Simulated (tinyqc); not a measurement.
# Trap and transport parameters from the curve

Question. A layer shows an ohmic current q n0 mu V/L, then a square law (9/8) th eps0 eps_r mu V^2/L^3 above Vx = 8 q n0 L^2/(9 th eps0 eps_r), and trap filling at V_TFL = q Nt L^2/(2 eps0 eps_r). th = y/(1 + y), y = (Nc/Nt) exp(-Et/kB T). The square-law current at V is given. Find th, n0, Nt and Et.

Parameters, values chosen for the exercise:
```
symbol  value        unit                 meaning
T         300           K             temperature
eps_r     4.9               relative permittivity
mu       0.46  cm^2/(V s)                mobility
L        5300          nm               thickness
Nc       1e19       cm^-3  band density of states
V         7.1           V                 voltage
```

Constants: q = 1.602176634e-19 C, kB = 1.380649e-23 J/K, Vt = kB T/q, eps0 = 8.8541878128e-14 F/cm where lengths are in cm. Results are converted to the units shown.

Mott-Gurney J = 0.036265621 A/cm^2
Vx = 0.36725485 V
V_TFL = 77.799819 V

Solution. The square law gives th, Vx gives n0, V_TFL gives Nt, and th with Nt gives Et.

th = 0.477
n0 = 1.90e12 cm^-3
Nt = 1.50e15 cm^-3
Et = 0.230 eV

Program tinyqc, `OMP_NUM_THREADS=1 python tinyqc.py 2370001 2370002 out.jsonl`; Intel Xeon 2.30GHz, shared host, one thread, about 0.01 s.
